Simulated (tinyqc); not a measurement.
Rapid thermal processing of a wafer: radiative balance, ramp and cooling, pattern effects, pyrometer error and spike budget: one step, computed by the program tinyqc.

The wafer is opaque and uniform through its thickness unless said otherwise; temperatures in formulas are in kelvin (C + 273.15). sigma = 5.670374419e-12 W/(cm^2 K^4).

Problem. Pattern effect. At steady state a sinusoidal change of absorbed power of relative amplitude a and period p gives the temperature amplitude a q/(dq/dT + k d (2 pi/p)^2); healing length l = sqrt(k d/(dq/dT)); process change = E_a dT/(k_B T^2). Emissivity is taken as unchanged.

Inputs (values chosen for the exercise, modelled on a hot silicon wafer): wafer thickness d = 775 micrometre; thermal conductivity k = 0.27 W/(cm K); wall temperature T_w = 300 K; process temperature = 987 C; relative change of absorptivity over a pattern = 1.3 %; period of the pattern = 3.5 mm; activation energy of the process E_a = 4 eV.

dq/dT = 27.47801 mW/(cm^2 K)

holding power q = 8.990627 W/cm^2

Constants: k_B = 8.617333262e-05 eV/K.

Give: healing length l; amplitude without lateral conduction; amplitude; change of the process rate.

Solution.

healing length l = 8.726 mm

amplitude without lateral conduction = 4.254 K

amplitude = 0.01726 K

change of the process rate = 0.05046 %

Lateral conduction cuts the amplitude to 0.41 %, since p/(2 pi l) = 0.064.
